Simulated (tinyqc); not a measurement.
Transmission around the level: tunnelling through a thin dielectric with one trap, as a tight-binding chain.

Hopping -t everywhere, t = c/(m a^2), c = hbar^2/2m0; lead sites at 2t (band bottom 0), barrier sites 1 to N at 2t + phi, and site j has U besides. No voltage. Leads give S = -t exp(ika) on sites 1 and N, cos(ka) = 1 - E/(2t). T = (2 t sin(ka))^2 |G_1N|^2, G = (E - H - S)^-1. In the barrier cosh(q a) = 1 + (phi - E)/(2t).

Resonance: the lowest eigenvalue of H + S(E), iterated until its real part equals E (40 rounds from Eb = phi + 2t - sqrt(4t^2 + U^2), the level in an endless barrier). With v the normalised squared amplitudes of that state, Gamma_L = 2 t sin(ka) v_1, Gamma_R = 2 t sin(ka) v_N; Breit-Wigner T = Gamma_L Gamma_R/((E - Er)^2 + (Gamma_L + Gamma_R)^2/4).

Constants: hbar^2/2m0 = 3.80998211 eV angstrom^2.

Values chosen for the exercise (barrier and mass of the size used for Si3N4 on silicon; the results hold for these values, not for the real material):
```
symbol  value  unit      meaning
a       3      angstrom  site spacing
m       0.46   m0        mass, the same in leads and barrier
phi     2.25   eV        conduction edge of the barrier above that of the leads
N       11               barrier sites
j       6                site of the trap
U       -2.75  eV        extra energy on the trap site
```

Er = 0.78146 eV

widths (meV): left 0.0092852, right 0.0092852

Energies Er + x (Gamma_L + Gamma_R).

T:
```
x     E (eV)    chain  Breit-Wigner   no trap
-8.0  0.7813  0.00389       0.00389  1.65e-11
-3.0  0.7814   0.0270        0.0270  1.65e-11
-1.0  0.7814    0.200         0.200  1.65e-11
-0.5  0.7815    0.500         0.500  1.65e-11
0.0   0.7815     1.00          1.00  1.65e-11
0.5   0.7815    0.500         0.500  1.65e-11
1.0   0.7815    0.200         0.200  1.65e-11
3.0   0.7815   0.0270        0.0270  1.65e-11
8.0   0.7816  0.00390       0.00389  1.65e-11
```

What does the comparison show, and why?

At Er the chain gives 1.00, 6.06e+10 times the value without trap, and Breit-Wigner 1.00. In the wings the single pole gives 1 times the chain value at x = -8 and 0.999 times at x = 8, because the widths and the level shift change with energy.

(tinyqc, `OMP_NUM_THREADS=1 python tinyqc.py 1452095 1452096 out.jsonl`, Intel(R) Xeon(R) Processor @ 2.30GHz, 1 thread, shared host, about 0.07 s.)
